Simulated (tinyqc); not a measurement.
Shortcuts against the integral: sheet resistance and Hall data of a diffused or implanted layer. Computed by tinyqc, a small Python program. Command: `OMP_NUM_THREADS=1 python tinyqc.py 3016051 3016052 out.jsonl layer walk`. One thread of a shared host (Intel(R) Xeon(R) Processor @ 2.30GHz), about 0.01 s of CPU time with the checks.

Carriers are taken equal to the net active doping down to the junction (full ionisation, which deep dopants in wide-gap hosts do not reach; no spill-over, no depletion), and the Hall factor is 1.

Inputs (values chosen for the exercise, modelled on nitrogen in 4H-SiC):
```
quantity                                 value        unit
mu_min                                    39.8  cm^2/(V s)
mu_max                                     945  cm^2/(V s)
N_ref                                  1.9e+17      1/cm^3
exponent alpha                            0.59           -
peak concentration N_0                 3.6e+18      1/cm^3
length scale l                            1100          nm
background doping N_B (opposite type)  6.7e+15      1/cm^3
```

Profile: box. Activation: complete.

Constants: e = 1.602176634e-19 C.

Method:
- N(x) = N_0 down to x_j = l, dose N_0 l.
- Mobility mu = mu_min + (mu_max - mu_min)/(1 + (N_t/N_ref)^alpha), N_t = active doping + N_B; carriers n = active doping - N_B, all dopants active.
- Integrals from x_0 (0 unless stated) to x_j by the midpoint rule on 400 even intervals: 1/R_s = e int n mu dx; sheet density n_s = int n dx; Hall sheet density (int n mu dx)^2/int n mu^2 dx; Hall mobility int n mu^2 dx/int n mu dx.
- Mean conductivity 1/(R_s x_j); mean mobility 1/(e n_s R_s).
- Shortcuts: R_s = 1/(e Q mu) with the dose Q and the mobility at the (active) peak concentration; 1/(e n_s mu) with mu at N_t = n_s/x_j + N_B; 1/(e Q mu_max).

sheet resistance R_s = 90.0579 ohm

dose = 3.96e+14 1/cm^2

sheet density n_s = 3.95263e+14 1/cm^2

junction depth x_j = 1100 nm

Sheet resistances:
```
method                                   R_s (ohm)  deviation (%)
integral                                    90.058          0.000
dose, mobility at the peak                  89.890         -0.186
n_s, mobility at the mean concentration     89.993         -0.072
dose, mu_max                                16.679        -81.480
```

The closest shortcut is «n_s, mobility at the mean concentration» (-0.1 %). 

Extremes, crossings and ranges named in words are read from the listed rows.
